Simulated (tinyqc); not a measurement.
Elastic trap-assisted tunnelling through a dielectric: one step of the calculation.

Emitter at x = 0 (Fermi level 0), collector at x = t (Fermi level -V), band edge U(x) = phi - F x, F = V/t. A trap at x has the energy E = U(x) - Et. With G(u) = (4/(3 F)) sqrt(mo/C) max(u, 0)^1.5, C = hbar^2/(2 m0): S1 = G(phi - E) - G(Et), S2 = G(Et) - G(phi - V - E), T1,2 = exp(-S1,2). The steady rate through one trap is nu T1 T2 (f1 - f2)/(T1 + T2), f1 = f(E), f2 = f(E + V), f(y) = 1/(1 + exp(y/Vt)); both contacts offer states at E.

Task. The best-placed trap against direct tunnelling. At x = xs: E, S1, S2 and the occupation (T1 f1 + T2 f2)/(T1 + T2). Direct tunnelling at E = 0 has S = (4/(3 F)) sqrt(mo/C) [phi^1.5 - max(phi - V, 0)^1.5].

Parameters, values chosen for the exercise; dielectric values close to those of silicon dioxide:

| symbol | value | unit | meaning |
|---|---|---|---|
| T | 300 | K | temperature |
| phi | 3.09 | eV | barrier above the emitter Fermi level |
| mo | 0.5 | m0 | tunnelling mass |
| t | 5.9 | nm | thickness |
| Et | 2.84 | eV | trap depth below the band edge of the dielectric |
| nu | 1e14 | 1/s | attempt frequency |
| V | 1.82 | V | voltage |

Constants: q = 1.602176634e-19 C, kB = 1.380649e-23 J/K, hbar = 1.054571817e-34 J s, m0 = 9.1093837015e-31 kg, Vt = kB T/q, hbar^2/(2 m0) = 0.0380998212 eV nm^2. Results are converted to the units shown.

xs = 2.69 nm

Find: E; S1; S2; occupation; S of direct tunnelling.

Result.

E = -0.5798 eV
S1 = 35.14
S2 = 35.55
occupation = 0.6009
S of direct tunnelling = 62.64

Range of the model: Phonon-assisted (inelastic) capture, chains of traps and a spread of trap depths are left out.

tinyqc, about 0.04 s, one thread, Intel Xeon 2.30GHz (shared host): `OMP_NUM_THREADS=1 python tinyqc.py 2370039 2370040 out.jsonl`
